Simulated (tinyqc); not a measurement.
Defect equilibria of an oxide against oxygen pressure (mass action). Changing the temperature T. Computed by tinyqc, a small Python program. Command: `OMP_NUM_THREADS=1 python tinyqc.py 3000240 3000241 out.jsonl brouwer sweep`. One thread of a shared host (Intel(R) Xeon(R) Processor @ 2.30GHz), about 0.02 s of CPU time with the checks.

Defects: oxygen vacancies V (charge +2), electrons n, holes p, the ionic partner X = O_i'' (charge -2), and the dopant. Activities are taken equal to concentrations.

Inputs (values chosen for the exercise, for a model oxide): reduction enthalpy H_r = 4.05 eV; prefactor K_r0 = 3.3e+71 cm^-9 atm^(1/2); gap E_g = 2.41 eV; prefactor N_c N_v = 4.7e+40 cm^-6; disorder enthalpy H_s = 4.44 eV; prefactor K_s0 = 1.3e+44 cm^-6; dopant density N_d = 3.7e+18 cm^-3; oxygen pressure P = 3e-21 atm; electron mobility mu_n = 0.38 cm^2/(V s); hole mobility mu_p = 0.013 cm^2/(V s); vacancy diffusion prefactor D_0 = 0.26 cm^2/s; vacancy migration energy E_m = 0.63 eV.

Ionic disorder: anion Frenkel. Dopant (singly charged, fully ionised): acceptor.

Constants: k_B = 8.617333262e-05 eV/K; e = 1.602176634e-19 C.

Method:
- K_r = K_r0 exp(-H_r/k_B T) = [V] n^2 P^(1/2); K_i = N_c N_v exp(-E_g/k_B T) = n p; K_s = K_s0 exp(-H_s/k_B T) = [X] [V].
- Neutrality: 2 [V] + p = n + 2 [X] + N_d. With n as the unknown, [V] = K_r/(n^2 P^(1/2)), p = K_i/n, [X] = K_s/[V]; the log ratio is ln(positive/negative).
- The root is found by 60 bisections in ln n between n = 1e-10 and 1e25 cm^-3.
- sigma_n = e n mu_n, sigma_p = e p mu_p, sigma_ion = 2 e [V] mu_V with mu_V = 2 e D/(k_B T) and D = D_0 exp(-E_m/k_B T); only the oxygen vacancies carry ionic current, and the ionic transport number is sigma_ion over the total.

One run for each value:
```
temperature T (K)   n (cm^-3)  [V] (cm^-3)   p (cm^-3)  total conductivity (S/cm)  ionic transport number
700                1.4742e+17   1.9237e+18  1.4201e+06                 9.1299e-03                0.016949
800                6.1280e+18   4.9140e+18  5.0402e+06                 3.7437e-01                0.003409
900                6.1982e+19   3.2841e+19  2.4234e+07                 3.7946e+00                0.005515
1000               3.5904e+20   1.8137e+20  9.3560e+07                 2.2094e+01                0.010607
1100               1.4955e+21   7.4960e+20  2.8551e+08                 9.2762e+01                0.018451
```

Describe and explain the trends.

Over the rows, n (cm^-3) rises from 1.47e17 to 1.50e21 (exponent d ln y / d ln x 28 between the first rows and 15 between the last); [V] (cm^-3) rises from 1.92e18 to 7.50e20 (exponent d ln y / d ln x 7.0 between the first rows and 15 between the last); p (cm^-3) rises from 1.42e6 to 2.86e8 (exponent d ln y / d ln x 9.5 between the first rows and 12 between the last). A line through ln n against 1/(k_B T) gives 1.518 eV. Left out: 1200, 1300, 1400, 1500 (the defects are no longer dilute).

Caution (rows 1000, 1100): one of n, p, [V] and [X] is above 2e20 cm^-3, near 1 % of the sites of a usual oxide, where defects associate and the ideal mass-action laws fail. Caution (rows 1000, 1100): the carrier density is near sqrt(N_c N_v), where the carriers are degenerate and n p = K_i fails.
